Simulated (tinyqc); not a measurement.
Sheet resistance and Hall data of a diffused or implanted layer: one step, computed by the program tinyqc.

Carriers are taken equal to the net active doping down to the junction (full ionisation, which deep dopants in wide-gap hosts do not reach; no spill-over, no depletion), and the Hall factor is 1.

Task: Dose and junction depth. N(x) = N_0 exp(-(x - R_p)^2/(2 l^2)) for x > 0, dose N_0 l sqrt(pi/2) erfc(-R_p/(l sqrt 2)), junction x_j = R_p + l sqrt(2 ln(N_0/N_B)); the layer starts at x_0 = max(0, 2 R_p - x_j).

Inputs (values chosen for the exercise, modelled on silicon in GaN):
```
quantity,value,unit
peak concentration N_0,3.8e+20,1/cm^3
length scale l,70,nm
background doping N_B (opposite type),6.3e+16,1/cm^3
projected range R_p,110,nm
```

Profile: buried Gaussian (implant). Activation: limited by solubility.

Give: dose; junction depth x_j.

Result:

dose = 6.2806e+15 1/cm^2

junction depth x_j = 402.07 nm
